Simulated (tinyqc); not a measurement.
Modulation-doped quantum well, Poisson-Schroedinger loop: effect of the temperature.

A well of width L centred at z = 0 between barriers Vb; effective-mass electrons, parabolic bands. The electrons come from donor sheets outside the mesh, a share fL of Ns on the left and the rest on the right, so the structure is neutral. Energies are counted from the band edge of the well, with U = 0 on the first node in the Hartree part.

Schroedinger equation -C d/dz (1/m) dpsi/dz + (V0 + U) psi = E psi, C = hbar^2/(2 m0), on a fine mesh (400 intervals across the well) with hard walls 11.7 nm outside the well edges (to within half a fine step); the lowest 2 levels are kept. V0 = 0 in the well and Vb outside, plus q Fz z (1 kV/cm = 1e-4 eV/nm). N_k = D Vt ln(1 + exp((EF - E_k)/Vt)), D = md m0 q/(pi hbar^2), sum N_k = Ns; n = sum N_k |psi_k|^2. dU/dz = q (fL Ns - integral of n from the left)/(eps0 eps_r). The loop is converged to 1e-9 eV; shares under 0.001 % are printed as 0.

Inputs (values chosen for the exercise); material values close to those of GaAs in AlGaAs:
```
symbol   value   unit                               meaning
mw       0.068     m0              mass along z in the well
mb      0.0926     m0          mass along z in the barriers
md      0.0686     m0                         in-plane mass
Vb       0.255     eV                        barrier height
eps_r     12.6           relative permittivity (all layers)
L         18.2     nm                            well width
Ns      4.9e11  cm^-2            sheet density of electrons
fL           1         share of the donors on the left side
Fz          44  kV/cm                 applied field along z
```

Constants: q = 1.602176634e-19 C, kB = 1.380649e-23 J/K, hbar = 1.054571817e-34 J s, m0 = 9.1093837015e-31 kg, Vt = kB T/q, eps0 = 8.8541878128e-14 F/cm where lengths are in cm, hbar^2/(2 m0) = 0.0380998212 eV nm^2. Results are converted to the units shown.

Effect of the temperature:

| T (K) | E2 - E1 (meV) | EF - E1 (meV) | share of E2 (%) | centroid (nm) | charge in the barriers (%) | range of U in the well (meV) |
|---|---|---|---|---|---|---|
| 4 | 48.6 | 17.1 | 0 | -4.22 | 3.00 | 34.5 |
| 20 | 48.6 | 17.1 | 0 | -4.22 | 3.00 | 34.5 |
| 50 | 48.6 | 17.0 | 0.0167 | -4.22 | 3.00 | 34.5 |
| 100 | 48.7 | 15.6 | 1.07 | -4.18 | 3.02 | 34.8 |
| 150 | 49.0 | 12.1 | 4.22 | -4.06 | 3.06 | 35.7 |

As T goes from 4 to 150, E2 - E1 rises from 48.6 to 49.0 meV, EF - E1 falls from 17.1 to 12.1 meV and the share of E2 rises from 0 to 4.22 %. EF stays below E2 throughout.

tinyqc, about 0.2 s, one thread, Intel Xeon 2.30GHz (shared host): `OMP_NUM_THREADS=1 python tinyqc.py 2140128 2140129 out.jsonl`
